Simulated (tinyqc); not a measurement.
From results back to parameters: Bethe-Salpeter matrix of a two-band chain (Tamm-Dancoff form). Two cases, with inputs chosen for the exercise.

Problem. Free pairs form the band Eg + 2t (1 - cos k). An infinite chain with attraction U in the same cell only has a bound pair with binding Eb = S - 2t and weight f = U/S at R = 0, where S = sqrt(4 t^2 + U^2). Both were computed from hidden U and t.

Find: S; U; t.

Method. 2t = S sqrt(1 - f^2), so S = Eb/(1 - sqrt(1 - f^2)) and U = f S.

Case 1.

Eb = 0.469521 eV
f = 0.534738

Solution.

S = 3.030 eV
U = 1.62 eV
t = 1.28 eV

Case 2.

Eb = 0.803212 eV
f = 0.766758

Solution.

S = 2.243 eV
U = 1.72 eV
t = 0.72 eV

Computed by tinyqc, one run a case: `OMP_NUM_THREADS=1 python tinyqc.py N N+1 out.jsonl` with N = 1250986, 1251364; one thread of a shared Intel(R) Xeon(R) Processor @ 2.30GHz, about 0.4 s a run at most.
